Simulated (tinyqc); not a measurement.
Changing the hole prefactor a_p: avalanche multiplication and breakdown of a junction from ionisation integrals. Computed by tinyqc, a small Python program. Command: `OMP_NUM_THREADS=1 python tinyqc.py 3014826 3014827 out.jsonl impact sweep`. One thread of a shared host (Intel(R) Xeon(R) Processor @ 2.30GHz), about 0.03 s of CPU time with the checks.

Ionisation coefficients follow the local field. Position x runs through the depletion layer from the p side (x = 0), where electrons enter, to the n side (x = w), where holes enter. The built-in voltage is neglected.

Inputs (values chosen for the exercise, modelled on germanium):
```
quantity                                        value    unit
electron prefactor a_n                       1.63e+07    1/cm
electron field b_n                           1.58e+06    V/cm
hole field b_p                               1.27e+06    V/cm
exponent c                                          1       -
permittivity eps                                   16       -
doping gradient a                             8.8e+17  1/cm^4
bias as a fraction of the breakdown voltage      0.95       -
```

Junction: linearly graded.

Constants: e = 1.602176634e-19 C; eps_0 = 8.8541878128e-12 F/m.

Method:
- alpha_n = a_n exp(-(b_n/F)^c), alpha_p = a_p exp(-(b_p/F)^c).
- Field F = F_m [1 - (2x/w - 1)^2], w = sqrt(8 eps eps_0 F_m/(e a)), V = (2/3) F_m w.
- With Phi(x) = int_0^x (alpha_n - alpha_p) dx': 1 - 1/M_n = I_n = int_0^w alpha_n exp(-Phi) dx and M_p = M_n exp(-Phi(w)); trapezoid rule on 401 even points; breakdown at I_n = 1.
- Solve I_n(F_m) = 1.
- Bias V = fraction times the breakdown voltage.
- M_n = 1/(1 - I_n), M_p = M_n exp(-Phi(w)); McIntyre excess noise for the carrier with the larger M, F_x = k M + (1 - k)(2 - 1/M), with k = (smaller M - 1)/(larger M - 1).

One run for each value:
```
hole prefactor a_p (1/cm)  breakdown voltage (V)  effective k  excess noise factor     M_n
9.40e+04                                  475.91      0.03664               2.5314  17.965
2.50e+05                                  454.46      0.10181               2.7294  10.044
6.80e+05                                  429.24      0.29459               3.0228   5.879
1.80e+06                                  401.55      0.84608               3.4360   3.746
4.90e+06                                  370.51      0.38920               3.0440   2.555
1.30e+07                                  339.11      0.12857               2.6729   1.909
3.50e+07                                  307.67      0.04081               2.4233   1.532
9.40e+07                                  278.10      0.01274               2.2608   1.312
```

Over the rows, breakdown voltage (V) falls from 476 to 278 (exponent d ln y / d ln x -0.047 between the first rows and -0.10 between the last); effective k goes from 0.0366 through a maximum among these rows, 0.846 at 1.80e6, to 0.0127; excess noise factor goes from 2.53 through a maximum among these rows, 3.44 at 1.80e6, to 2.26. Breakdown needs feedback from both carriers; weakening one raises V_B much less than in proportion but changes the noise.

Extremes, crossings and ranges named in words are read from the listed rows.
